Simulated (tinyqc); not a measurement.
From saturation current I/W back to saturation velocity v_s: charge control and current of a heterostructure field-effect transistor. Computed by tinyqc, a small Python program. Command: `OMP_NUM_THREADS=1 python tinyqc.py 3027992 3027993 out.jsonl hemt inv`. One thread of a shared host (Intel(R) Xeon(R) Processor @ 2.30GHz), about 0.03 s of CPU time with the checks.

Two subbands in a triangular well; E_F is counted from the conduction band edge of the channel at the interface.

Inputs (values chosen for the exercise, modelled on AlGaAs/GaAs):

| quantity | value | unit |
|---|---|---|
| channel mass m | 0.065 | m_0 |
| permittivity eps (barrier and channel) | 12.6 | - |
| barrier thickness d | 21 | nm |
| Schottky barrier phi_B | 1.1 | eV |
| conduction band offset dE_c | 0.29 | eV |
| delta-doping density N_d | 6.6e+12 | 1/cm^2 |
| gate voltage V_G | 0 | V |
| mobility mu | 8500 | cm^2/(V s) |
| gate length L | 640 | nm |
| source resistance R_S | 0 | ohm mm |
| temperature T | 400 | K |
| mixing | 0.5 | - |
| iteration cap | 200 | - |
| spacer between delta layer and channel | 4.3 | nm |

Charge source: delta doping. Velocity law: smooth.

Constants: e = 1.602176634e-19 C; eps_0 = 8.8541878128e-12 F/m; k_B = 8.617333262e-05 eV/K; hbar = 1.054571817e-34 J s; m_0 = 9.1093837015e-31 kg; k_B = 1.380649e-23 J/K.

Method:
- Threshold V_T = phi_B - dE_c - e N_d (d - spacer)/(eps eps_0) (in volts); C_b = eps eps_0/d.
- Charge control: n_s = C_b (V_G - V_T - E_F/e)/e. Well: mean field F = e n_s/(2 eps eps_0), E_i = (hbar^2/2m)^(1/3) [(3 pi e F/2)(i + 3/4)]^(2/3), i = 0, 1; n_s = D k_B T sum_i ln(1 + exp((E_F - E_i)/k_B T)), D = m/(pi hbar^2), which is solved in closed form for E_F.
- Iteration from n_s = C_b (V_G - V_T)/(2e): E_F from n_s, n_out from the charge control, n_new = n_s + mixing (n_out - n_s), kept above n_s/10; stop when |n_out/n_s - 1| < 1e-9.
- C_g = e dn_s/dV_G = 1/(1/C_b + 1/C_q), 1/C_q = d(E_F/e)/d(e n_s) by a central difference of +/- 0.1 % in n_s; added distance dd = eps eps_0/C_q.
- With V = e n_s/C_g and V_c = v_s L/mu: for v = mu F/(1 + mu F/v_s), V_Dsat = V_c (sqrt(1 + 2V/V_c) - 1) and I/W = C_g v_s (V - V_Dsat); g_m = dI/dV; extrinsic g_m/(1 + g_m R_S); f_T = g_m/(2 pi C_g L).

Problem. A run gave the result below. Find the saturation velocity v_s, known to lie between 1.1 and 2.8 1e7 cm/s.

saturation current I/W = 288.8812 mA/mm

Solution.

Each step takes the trial c = (a f_b - b f_a)/(f_b - f_a), f being the result less the target and a, b, c the logarithms of the listed values; c replaces end b, the old b replaces a if the sign of f changed, and otherwise f_a is halved.

Scan of the range:

| saturation velocity v_s (1e7 cm/s) | saturation current I/W (mA/mm) |
|---|---|
| 1.10 | 221.655 |
| 1.29 | 250.341 |
| 1.50 | 280.152 |
| 1.75 | 313.389 |
| 2.05 | 350.482 |
| 2.40 | 390.457 |
| 2.80 | 432.440 |

False position (Illinois rule, in the logarithm of the input) inside the bracket:

| step | end a | end b | trial | saturation current I/W (mA/mm) |
|---|---|---|---|---|
| 1 | 1.50000 | 1.75000 | 1.56197 | 288.607 |
| 2 | 1.75000 | 1.56197 | 1.56394 | 288.873 |
| 3 | 1.75000 | 1.56394 | 1.56406 | 288.889 |
| 4 | 1.56394 | 1.56406 | 1.56400 | 288.881 |

Saturation current I/W rises at every point of a 13-point scan of the range (every second point is shown), so one value fits; it is bracketed by 1.50 and 1.75. Answer: saturation velocity v_s = 1.564 1e7 cm/s.

Caution: E_F lies above the conduction band minimum of the barrier, so electrons would spill into the barrier.
